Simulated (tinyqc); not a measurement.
## Four-point probe at the centre of a round wafer

Four collinear probes with spacing s at the centre of a thin disc of diameter d with an insulating edge: Rs = C V/I, C = pi/{ln 2 + ln[((d/s)^2 + 3)/((d/s)^2 - 3)]}; C tends to pi/ln 2 = 4.5324. x = d/s.

Inputs (values chosen for the exercise): sheet density of the layer ns = 2.8e14 cm^-2; drift mobility mu = 30 cm^2/(V s); current I = 1000 uA.

Constants: q = 1.602176634e-19 C. Results are converted to the units shown.

Results:
```
x,C,C over its limit,V for Rs = 1/(q ns mu) (mV)
3,2.266,0.5000,327.9
3.5,2.633,0.5810,282.2
5,3.362,0.7419,221.0
7.5,3.927,0.8665,189.2
10,4.171,0.9203,178.1
15,4.364,0.9630,170.2
20,4.436,0.9788,167.5
40,4.508,0.9946,164.8
100,4.528,0.9991,164.1
```

Estimate the missing row, x = 4.

Computed row:
```
x,C,C over its limit,V for Rs = 1/(q ns mu) (mV)
4,2.929,0.6462,253.7
```

With this row back in the table: C rises from 2.266 to 4.528. Using 4.5324 overstates Rs by 100 % in the first row and by under 1 % from d/s = 40 on among the rows.

tinyqc, about 0.01 s, one thread, Intel Xeon 2.30GHz (shared host): `OMP_NUM_THREADS=1 python tinyqc.py 2850135 2850136 out.jsonl`
